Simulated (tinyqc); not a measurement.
Electromigration in a confined line: Blech product, Korhonen stress evolution and Black's law. From one set of inputs to another, one input at a time. Computed by tinyqc, a small Python program. Command: `OMP_NUM_THREADS=1 python tinyqc.py 3030531 3030532 out.jsonl emigr ladder`. One thread of a shared host (Intel(R) Xeon(R) Processor @ 2.30GHz), about 0.01 s of CPU time with the checks.

The electron wind pushes atoms from the cathode (x = 0) to the anode (x = L); blocking ends build a back stress (tension positive). The input rho is taken not to change with temperature. d sigma/dt = d/dx [kappa (d sigma/dx + G)], with zero flux at both ends and sigma = 0 at t = 0.

The inputs printed are set A. Set A is close to those used for cobalt lines; the values taken over come from a set close to those used for aluminium lines. Inputs not listed in the table keep their values of set A, so the rows need not describe a real material.

Inputs (values chosen for the exercise, close to those used for cobalt lines):
```
quantity                              value          unit
resistivity rho                        10.2  micro-ohm cm
atomic volume Omega                    11.1    angstrom^3
effective charge number Z*              3.2             -
prefactor D0                        1.2e-06         m^2/s
activation energy E                    1.28            eV
effective modulus B                      41           GPa
critical stress sigma_c                 380           MPa
current density j                      0.84       MA/cm^2
line length L                            27            um
test temperature T                      280             C
time as a fraction of L^2/kappa, s    0.013             -
use temperature T_u                     110             C
use current density j_u                 0.2       MA/cm^2
current exponent n                        2             -
```

Start: stress-free.

Constants: e = 1.602176634e-19 C; k_B = 8.617333262e-05 eV/K; k_B = 1.380649e-23 J/K.

Method:
- G = Z* e rho j/Omega; D = D0 exp(-E/(k_B T)); kappa = D B Omega/(k_B T); drift velocity of an unconfined line v = D Z* e rho j/(k_B T). SI: 1 micro-ohm cm = 1e-8 ohm m, 1 MA/cm^2 = 1e10 A/m^2.
- Temperatures in kelvin are T(C) + 273.15.
- At steady state sigma(x) = G (L/2 - x). A void forms only if the cathode stress reaches sigma_c, that is if j L exceeds (j L)_c = 2 Omega (sigma_c)/(Z* e rho). Time scale tau = L^2/kappa.
- sigma(x, t) = G L [1/2 - x/L - 4 sum_(m odd) cos(m pi x/L) exp(-m^2 pi^2 s)/(m pi)^2], s = t/tau, summed to m = 399.
- The terms at x = 0 are 4 exp(-m^2 pi^2 s)/(m pi)^2; tau = L^2/kappa.
- Median life t50 = A j^(-n) exp(E/(k_B T)); acceleration factor = t50(use)/t50(test) = (j/j_u)^n exp[(E/k_B)(1/T_u - 1/T)].

Each row keeps all changes above it:
```
input moved                                                 from              to  cathode stress at time s (MPa)  drift velocity (nm/h)  acceleration factor
set A                                                          -               -                           137.5              5.409e-01            2.636e+06
line length L (um)                                            27              15                            76.4              5.409e-01            2.636e+06
effective charge number Z*                                   3.2             4.3                           102.6              7.269e-01            2.636e+06
current density j (MA/cm^2)                                 0.84             1.4                           171.0              1.211e+00            7.321e+06
effective modulus B (GPa)                                     41              48                           171.0              1.211e+00            7.321e+06
test temperature T (C)                                       280             320                           171.0              6.910e+00            4.477e+07
prefactor D0 (m^2/s) and activation energy E (eV)  1.2e-06, 1.28  6.4e-08, 0.676                           171.0              4.994e+04            6.891e+04
```

Where does the difference come from?

Cathode stress at time s goes from 137 to 171, a factor 1.24 in all. The largest single move comes from line length L (a factor 0.556), but it runs against the net change; the largest move in the direction of the net change is current density j (a factor 1.67). Drift velocity goes from 0.541 to 49900, a factor 92300 in all. The largest single move comes from prefactor D0 with activation energy E (a factor 7230). Acceleration factor goes from 2.64e6 to 68900, a factor 0.0261 in all. The largest single move comes from prefactor D0 with activation energy E (a factor 0.00154), and test temperature T works against it (a factor 6.12). The single moves hold for this order of the switches; the total does not depend on the order.

Caution (rows set A, line length L, effective charge number Z*, current density j, effective modulus B, test temperature T): an acceleration factor above a million assumes one mechanism over a range that no test covers. Caution (all rows): j_u L lies below the critical product, so the acceleration factor is formal: at use the line would not void. Caution (rows line length L): the test j L lies below the critical product, so the line would not void in the test and the acceleration factor is formal.

Extremes, crossings and ranges named in words are read from the listed rows.
